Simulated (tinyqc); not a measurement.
# Stress and current directions compared

A cubic crystal with four conduction valleys along the <111> axes; non-degenerate electrons, one relaxation time, masses unchanged. Stress s_ij = X a_i a_j with a the unit vector along the stress; strain e_ii = s11 s_ii + s12 (s_jj + s_kk), e_ij = s44 s_ij/2. Valley shift dE = Xu (n.e.n - trace(e)/3) with n the valley axis; share f proportional to exp(-dE/Vt). Inverse mass along the current d: (n.d)^2/ml + (1 - (n.d)^2)/mt; mu/mu0 = sum f (1/m) over the plain mean of 1/m. Rows: direction of the stress, of size |X|; columns: direction of the current and sign.

Values chosen for this exercise; values close to those of germanium: temperature T = 250 K; compliance s11 = 9.44 1/TPa; compliance s12 = -2.64 1/TPa; compliance s44 = 15.4 1/TPa; shear deformation potential Xu = 16.7 eV; longitudinal mass ml = 1.58 m0; transverse mass mt = 0.0847 m0; uniaxial stress (tension positive) X = 170 MPa.

Constants: q = 1.602176634e-19 C, kB = 1.380649e-23 J/K, Vt = kB T/q. Results are converted to the units shown.

mu/mu0:
```
       I [100], tension  I [100], compression  I [110], tension  I [110], compression
[100]             1.000                 1.000             1.000                 1.000
[110]             1.000                 1.000             1.150                0.8498
[001]             1.000                 1.000             1.000                 1.000
[111]             1.000                 1.000             1.080                0.8765
```

The largest gain, 1.15, is for stress along [110], tension, current along [110]; the largest loss, 0.850, for [110], compression, current along [110]. Entries equal to one are cases in which the valleys are not split or have equal mass along the current.

tinyqc, about 0.01 s, one thread, Intel Xeon 2.30GHz (shared host): `OMP_NUM_THREADS=1 python tinyqc.py 2530160 2530161 out.jsonl`
